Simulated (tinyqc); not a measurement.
Electromigration in a confined line: Blech product, Korhonen stress evolution and Black's law: one step, computed by the program tinyqc.

The electron wind pushes atoms from the cathode (x = 0) to the anode (x = L); blocking ends build a back stress (tension positive). The input rho is taken not to change with temperature. d sigma/dt = d/dx [kappa (d sigma/dx + G)], with zero flux at both ends and sigma = sigma_0 at t = 0.

Problem. Driving force and diffusivities. G = Z* e rho j/Omega; D = D0 exp(-E/(k_B T)); kappa = D B Omega/(k_B T); drift velocity of an unconfined line v = D Z* e rho j/(k_B T). SI: 1 micro-ohm cm = 1e-8 ohm m, 1 MA/cm^2 = 1e10 A/m^2. Temperatures in kelvin are T(C) + 273.15.

Inputs (values chosen for the exercise, close to those used for cobalt lines):

| quantity | value | unit |
|---|---|---|
| resistivity rho | 10.1 | micro-ohm cm |
| atomic volume Omega | 11.1 | angstrom^3 |
| effective charge number Z* | 2 | - |
| prefactor D0 | 1.3e-06 | m^2/s |
| activation energy E | 1.27 | eV |
| effective modulus B | 56 | GPa |
| current density j | 4.3 | MA/cm^2 |
| test temperature T | 220 | C |

Start: thermal stress.

Constants: e = 1.602176634e-19 C; k_B = 8.617333262e-05 eV/K; k_B = 1.380649e-23 J/K.

Give: stress gradient G; diffusivity D; kappa; drift velocity.

Solution.

stress gradient G = 125.4 MPa/um

diffusivity D = 1.365e-19 m^2/s

kappa = 1.246e-17 m^2/s

drift velocity = 0.1004 nm/h
